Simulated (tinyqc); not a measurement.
Hubbard chain of 2 sites, step by step. One step of it, computed by the program tinyqc.

Problem. Mean-field iteration 2. H(up) = T + U n(down), H(down) = T + U n(up); fill the lowest levels; n(new) = n + mixing (n(out) - n); E = tr T (rho up + rho down) + U sum n_up n_down of the output.

one-body matrix (hopping and site energies) (eV), order 1, 2:
```
[[0.100000, -1.860000],
 [-1.860000, 0.910000]]
```

U = 2.600000 eV

electrons, up and down: [1, 1]

mixing = 1

n(up) after iteration 1: [0.823109, 0.176891]

n(down) after iteration 1: [0.309813, 0.690187]

Give: levels, up; levels, down; energy; n(up) after iteration 2; n(down) after iteration 2.

Solution.

levels, up (eV): [-0.261, 3.871]

levels, down (eV): [-0.105, 3.715]

energy = -1.389 eV

n(up) after iteration 2: [0.718, 0.282]

n(down) after iteration 2: [0.386, 0.614]
